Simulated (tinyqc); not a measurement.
Wider gaps pin less: metal-induced gap states at the contact of a metal chain and a two-band chain.

The semiconductor alternates sites A at -Eg/2 and C at +Eg/2 with hopping -t; the gap runs from -Eg/2 to Eg/2. In the gap cosh(q a) = 1 + (Eg^2/4 - E^2)/(2 t^2) and the amplitude changes by -exp(-q a) a period. The metal has site energy 0 and hopping -tm; its end site has g_m = (E - i sqrt(4 tm^2 - E^2))/(2 tm^2). Sites 1, 2, ... count into the semiconductor, with energies e1, e2 alternating. The clean half chain has g1 = 1/(E - e1 - t^2 g2), g2 = 1/(E - e2 - t^2 g1), decaying root. With the contact G11 = 1/(1/g1 - tc^2 g_m), and the density on site j is -Im G_jj/pi = |psi_j/psi_1|^2 (-Im G11/pi), per spin, with psi_2/psi_1 = -t g2, psi_3/psi_2 = -t g1.

Constants: e^2/(4 pi eps0) = 14.39964547 eV angstrom.

Inputs chosen for the exercise (gap and optical dielectric constant near those of HfO2; the chain itself is a model; not measured data): Eg = 5.46 eV (gap); t = 3.09 eV (hopping in the semiconductor); tm = 2.64 eV (hopping in the metal); tc = 2.05 eV (hopping across the contact); end = A (site that touches the metal); a = 3.6 angstrom (period (two sites); one chain for each area a^2); eps = 4.1 (dielectric constant).

E = 0; Eg is varied and eps follows 1 + (eps0 - 1)(Eg0/Eg), with the given Eg and eps as Eg0 and eps0. xi = 1/(2q), N = 2 (summed density)/a^2, S = 1/(1 + 4 pi e^2 N xi/eps).

Against the gap:
```
Eg (eV),eps,xi (angstrom),summed density (1/eV),S,S at fixed eps
0.50,34.85,22.25,0.5061,0.100,0.013
0.75,23.57,14.84,0.3332,0.146,0.029
1.10,16.39,10.13,0.2232,0.206,0.061
1.50,12.28,7.43,0.1603,0.270,0.110
2.30,8.36,4.86,0.1001,0.381,0.232
3.40,5.98,3.31,0.0637,0.504,0.410
5.50,4.08,2.09,0.0348,0.668,0.669
9.00,2.88,1.33,0.0174,0.817,0.864
```

What does the comparison show, and why?

From Eg = 0.5 to 9 eV xi falls by a factor 16.7 and the summed density by 29.2, so at fixed eps S rises from 0.01 to 0.86. The weaker screening of wide-gap solids works against this: with it S goes from 0.10 to 0.82.

Run: tinyqc, `OMP_NUM_THREADS=1 python tinyqc.py 1480103 1480104 out.jsonl`; Intel(R) Xeon(R) Processor @ 2.30GHz, one thread, shared host; about 0.01 s of CPU time with all checks.
